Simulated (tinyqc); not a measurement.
Energies of the polytypes: polytypes and stacking faults of a tetrahedral semiconductor in an axial Ising model with couplings up to third neighbours. Computed by tinyqc, a small Python program. Command: `OMP_NUM_THREADS=1 python tinyqc.py 3012077 3012078 out.jsonl polytype walk`. One thread of a shared host (Intel(R) Xeon(R) Processor @ 2.30GHz), about 0.01 s of CPU time with the checks.

Each double layer has s = +1 or -1 for the sense of its stacking step; E per pair of atoms = E0 - sum_n J_n <s_i s_(i+n)>, n = 1, 2, 3. Hexagonality h = (1 - <s_i s_(i+1)>)/2.

Inputs (values chosen for the exercise, of the order of those of GaAs for J, a, G and the gaps):
```
quantity    value      unit
J1           12.2  meV/pair
J2         -0.746  meV/pair
J3          -0.12  meV/pair
gap of 3C    1.52        eV
gap of 4H    1.51        eV
```

Method. E - E(3C) = sum_n J_n (1 - C_n), C_n = <s_i s_(i+n)>. The gap is taken linear in h between 3C (h = 0) and 4H (h = 1/2), a rough rule, with a dash beyond.

correlations of the repeat units 3C (+), 2H (+-), 4H (++--), 6H (+++---), 15R (+++--), 8H (++++----), 21R (++++---), 9R (++-):
```
        n = 1     n = 2     n = 3
3C    1.00000   1.00000   1.00000
2H   -1.00000   1.00000  -1.00000
4H    0.00000  -1.00000   0.00000
6H    0.33333  -0.33333  -1.00000
15R   0.20000  -0.60000  -0.60000
8H    0.50000   0.00000  -0.50000
21R   0.42857  -0.14286  -0.71429
9R   -0.33333  -0.33333   1.00000
```

Polytypes:
```
polytype       h  E - E(3C) (meV/pair)  gap by the linear rule (eV)
3C        0.0000                 0.000                       1.5200
2H        1.0000                24.160                            -
4H        0.5000                10.588                       1.5100
6H        0.3333                 6.899                       1.5133
15R       0.4000                 8.374                       1.5120
8H        0.2500                 5.174                       1.5150
21R       0.2857                 5.913                       1.5143
9R        0.6667                15.272                            -
```

E(2H) - E(3C) = 24.16 meV/pair

E(4H) - E(3C) = 10.588 meV/pair

E(6H) - E(3C) = 6.8987 meV/pair

What does the comparison show, and why?

The lowest is 3C, 5.174 meV/pair below 8H. J1/|J2| = 16.35: for J3 = 0 and J2 < 0 the ground state is 2H below -2, 4H between -2 and 2, and 3C above 2; at 2 itself all periods with bands of two or more layers are degenerate.

Extremes, crossings and ranges named in words are read from the listed rows.
